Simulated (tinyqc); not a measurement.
Inside a calculation. Model: hydrogenic impurity: series, fields, screening, photoionisation and donor-acceptor pairs. Computed by tinyqc, a small Python program that keeps every step. Command: `OMP_NUM_THREADS=1 python tinyqc.py 3018682 3018683 out.jsonl hydrogenic walk`. One thread of a shared host (Intel(R) Xeon(R) Processor @ 2.30GHz), about 0.01 s of CPU time with the checks. Intermediate numbers are printed to about 5 digits and carried at full precision; extremes and crossings named in words are read from the listed rows.

One isotropic, parabolic band. Effective units: Ry* and a*, in which H = -nabla^2 - 2/r.

Inputs (values chosen for the exercise, for a model semiconductor): electron mass m = 0.202 m_0; dielectric constant eps = 10.1; donor density N = 1.2e+18 cm^-3; gap E_g = 3.51 eV; acceptor depth E_A = 221 meV; pair distance r = 138 angstrom; rate prefactor W_0 = 2e+07 1/s.

Parts treated: screening and pairs.

Constants: Ry = 13.605693123 eV; a_0 = 0.529177210903 angstrom; h x 1 THz = 4.135667696 meV; e^2/(4 pi eps_0) = 14.39964548 eV angstrom.

## Effective units and the series

Ry* = Ry m/eps^2, a* = a_0 eps/m; level n is bound by Ry*/n^2; <r> = (3/2) a* in 1s; lines 1s -> np at Ry* (1 - 1/n^2); 1 THz = 4.135667696 meV.

Ry* = 26.942 meV

a* = 26.459 angstrom

<r> of 1s = 39.688 angstrom

Series:
```
n  binding (meV)  line from 1s (meV)  line (THz)
2         6.7355              20.206      4.8859
3         2.9936              23.948      5.7907
4         1.6839              25.258      6.1074
5         1.0777              25.864      6.2540
```

## Overlap of donors

Wigner-Seitz radius r_s = (3/(4 pi N))^(1/3); Mott criterion N_c^(1/3) a* = 0.26; overlap of two 1s orbitals at distance d: S = exp(-x)(1 + x + x^2/3), x = d/a*, with d = N^(-1/3).

r_s = 58.377 angstrom

Mott density = 9.4887e+17 cm^-3

N over the Mott density = 1.2647

overlap S = 0.25035

The sample is on the metallic side of the criterion: isolated levels no longer exist. Caution: N lies above the Mott density, where the levels of isolated donors have no meaning.

## Binding under screening

Thomas-Fermi screening by N free electrons of one valley, taken as a degenerate gas (the hypothesis that all donors are ionised): q a* = sqrt(4 k_F a*/pi), k_F = (3 pi^2 N)^(1/3). Screened potential -(2/r) exp(-q r). Basis exp(-zeta r), zeta_k = 0.02 x 1.6^k, k = 0..23: S = 2/s^3, T = zeta_i zeta_j S, V = -2/(s + q)^2 with s = zeta_i + zeta_j; overlap eigenvalues below 1e-11 are dropped.

q a* = 1.0524

screened binding energy = 0.28899 meV

Screening leaves 1.1 % of the binding.

## From screening to the Mott criterion

First order: 1 - 2 q a*. One exponent: the maximum over zeta of 8 zeta^3/(2 zeta + q)^2 - zeta^2 (golden section on 0.01 to 1.2).

Binding (Ry*):
```
N^(1/3) a*   N (cm^-3)    q a*  first order  one exponent    basis
0.0056      9.4809e+12  0.1485       0.7030       0.73324  0.73330
0.0170      2.6524e+14  0.2588       0.4825       0.56941  0.56979
0.0420      3.9998e+15  0.4067       0.1865       0.38774  0.38943
0.0840      3.1998e+16  0.5752      -0.1504       0.22670  0.23161
0.1400      1.4814e+17  0.7426      -0.4852       0.10864  0.11885
0.2100      4.9997e+17  0.9095      -0.8190       0.02833  0.04543
0.2800      1.1851e+18  1.0502      -1.1004       0.00000  0.01107
```

The binding falls from 0.733 to 0.011 Ry*. First order, a constant shift of the potential, overshoots and turns negative from q a* = 0.5. One exponent loses the state at q a* = 1 (N^(1/3) a* = 0.254, the classic form of the Mott criterion); the full basis keeps it to 1.19. The dilute rows are formal, since there the electrons are bound or non-degenerate.

## A donor-acceptor pair

No-phonon line h nu(r) = E_g - Ry* - E_A + e^2/(4 pi eps_0 eps r); rate W(r) = W_0 exp(-2 r/a*), the donor being the shallower centre; lifetime 1/W; zero field.

Coulomb term = 10.331 meV

photon energy = 3.2724 eV

rate W = 589.90 1/s

lifetime = 0.0016952 s

## The pair band in time

At delay t after a pulse the emission comes mostly from pairs with W(r) t = 1, so r = (a*/2) ln(W_0 t).

Dominant pairs:
```
delay (s)  r (angstrom)  Coulomb term (meV)  photon energy (eV)
1.00e-04         100.56              14.178              3.2762
1.00e-03         131.02              10.882              3.2729
1.00e-02         161.48               8.829              3.2709
1.00e-01         191.94               7.428              3.2695
1.00e+00         222.40               6.410              3.2685
1.00e+01         252.87               5.638              3.2677
1.00e+02         283.33               5.032              3.2671
```

Over six decades of delay the band moves down by 9.15 meV, since close pairs, which emit at higher energy, decay first; the shift per decade shrinks from 3.30 to 0.61 meV. At the donor density N = 1.2e+18 cm^-3 pairs as wide as in the last rows are rare, so those rows are formal.

Checks made by the program: the bound state at q = 0 (relative difference 8e-07).
